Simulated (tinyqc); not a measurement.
Random telegraph noise from one oxide trap in a small MOSFET: one step of the calculation.

An acceptor-like trap exchanges electrons with the channel. Inversion charge Q = Cox u, u = n Vt W0(exp((Vg - VT)/(n Vt))), W0 the Lambert function, n = nf, Cox = eps0 eox/tox; linear regime Id = (W/L) mu Q Vd. Relative to threshold the surface potential rises by Vt ln(u/u0) and the oxide voltage by the rest of Vg - VT, with u0 = n Vt W0(1).

Problem. Trap level, time constants and occupancy. N = Cox u/q; dpsi = Vt ln(u/u0); E = E0 - dpsi - (xt/tox)(Vg - VT - dpsi); capture time tc = 1/[(N/zi) vth s0 exp(-xt/lt - EB/Vt)]; emission time te = tc exp(-E/Vt); occupancy te/(tc + te).

Inputs (values chosen for the exercise); values of the order met in silicon transistors: temperature T = 200 K; relative permittivity of the gate insulator (close to silicon dioxide) eox = 3.9; insulator thickness tox = 2.7 nm; depth of the trap from the channel interface xt = 1.2 nm; trap level above the channel Fermi level at threshold E0 = 0.1 eV; capture prefactor s0 = 6e-15 cm^2; capture barrier (lattice relaxation) EB = 0.36 eV; tunnelling decay length lt = 0.2 nm; thermal velocity vth = 2.1e7 cm/s; thickness of the inversion layer zi = 2.3 nm; threshold voltage VT = 0.28 V; body factor nf = 1.29; gate voltage Vg = 0.47 V.

Constants: q = 1.602176634e-19 C, kB = 1.380649e-23 J/K, Vt = kB T/q, eps0 = 8.8541878128e-14 F/cm where lengths are in cm. Results are converted to the units shown.

Find: u; N; dpsi; E; tc; te; occupancy.

Solution.

u = 0.14787 V
N = 1.1804e12 cm^-2
dpsi = 0.042431 V
E = -0.0080170 eV
tc = 0.73569 s
te = 1.1714 s
occupancy = 0.61424

The trap lies 0.47 Vt below the Fermi level, so it is filled most of the time.

Range of the model: VT is taken as given; short-channel effects and the uneven flow of current among few electrons are left out.

tinyqc, about 0.01 s, one thread, Intel Xeon 2.30GHz (shared host): `OMP_NUM_THREADS=1 python tinyqc.py 2710058 2710059 out.jsonl`
